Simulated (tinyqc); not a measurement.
Capillary instabilities by surface diffusion: grooving and agglomeration of films, edge retraction, wire break-up and smoothing of roughness. From one set of inputs to another, one input at a time. Computed by tinyqc, a small Python program. Command: `OMP_NUM_THREADS=1 python tinyqc.py 3031202 3031203 out.jsonl dewet ladder`. One thread of a shared host (Intel(R) Xeon(R) Processor @ 2.30GHz), about 0.01 s of CPU time with the checks.

Isotropic surface energy; shapes change by surface diffusion alone.

The inputs printed are set A. Inputs not listed in the table keep their values of set A, so the rows need not describe a real material.

Inputs (values chosen for the exercise, for a model film):
```
quantity                                value        unit
surface energy gamma_s                   1.56       J/m^2
grain-boundary energy gamma_b            0.43       J/m^2
contact angle on the substrate theta      105     degrees
atomic volume Omega                        17  angstrom^3
surface sites nu                          9.5      1/nm^2
prefactor D0                          1.2e-06       m^2/s
activation energy Q                     0.946          eV
temperature T                             537           K
time t                                   1700           s
film thickness h                          3.3          nm
grain radius R                             18          nm
```

Grooves: at the surface only.

Constants: k_B = 8.617333262e-05 eV/K; k_B = 1.380649e-23 J/K.

Method:
- B = D_s nu gamma_s Omega^2/(k_B T), D_s = D0 exp(-Q/(k_B T)).
- Groove angle beta: sin(beta) = gamma_b/(2 gamma). For circular grains of radius R with spherical caps the groove ends (measured from the mean surface) at the depth R g(beta), g = (2 - 3 cos beta + cos^3 beta)/(3 sin^3 beta). The film parts if R g(beta_s) > h.
- Mullins' isolated groove: depth below the flat surface d = 0.780 m (B t)^(1/4), m = tan(beta_s), width between the ridges 4.6 (B t)^(1/4); time to reach h: (h/(0.780 m))^4/B.
- A rim shaped as a circular segment with contact angle theta holds the area h x; its radius r obeys r^2 (theta - sin theta cos theta) = h x. To advance, the edge must carry a strip of the rim height H = r (1 - cos theta) over the rim, driven by the curvature 1/r over the distance r theta (the scaling argument of Brandon and Bradshaw): H dx/dt = B/(theta r^2) gives x^(5/2) = (5/2) B t c^(3/2)/(theta (1 - cos theta) h^(3/2)), c = theta - sin theta cos theta.

Each row keeps all changes above it:
```
input moved                          from       to  groove depth (nm)  time to reach the substrate (s)  retraction x (nm)
set A                                   -        -              3.836                       9.3146e+02                235
time t (s)                           1700      340              2.565                       9.3146e+02                123
prefactor D0 (m^2/s)              1.2e-06  3.8e-05              6.085                       2.9414e+01                492
film thickness h (nm)                 3.3      6.2              6.085                       3.6650e+02                337
temperature T (K)                     537     1188             82.094                       1.1061e-02              21661
activation energy Q (eV)            0.946      2.1              4.903                       8.6965e+02                238
atomic volume Omega (angstrom^3)       17     13.6              4.385                       1.3588e+03                199
surface energy gamma_s (J/m^2)       1.56     2.73              2.863                       7.4736e+03                250
```

Where does the difference come from?

Groove depth goes from 3.84 to 2.86, a factor 0.747 in all. The largest single move comes from activation energy Q (a factor 0.0597), and temperature T works against it (a factor 13.5). Time to reach the substrate goes from 931 to 7470, a factor 8.02 in all. The largest single move comes from activation energy Q (a factor 78600), and temperature T works against it (a factor 3.02e-5). Retraction x goes from 235 to 250, a factor 1.06 in all. The largest single move comes from activation energy Q (a factor 0.0110), but it runs against the net change; the largest move in the direction of the net change is temperature T (a factor 64.3). The single moves hold for this order of the switches; the total does not depend on the order.

Caution (rows set A, prefactor D0, temperature T): this depth exceeds the film thickness, so the isolated-groove formula no longer applies. Caution (all rows): the grooves of neighbouring boundaries overlap, so the depth levels off at its final value. Caution (all rows): the grains are too small for the surface groove ever to reach the depth h.

Extremes, crossings and ranges named in words are read from the listed rows.
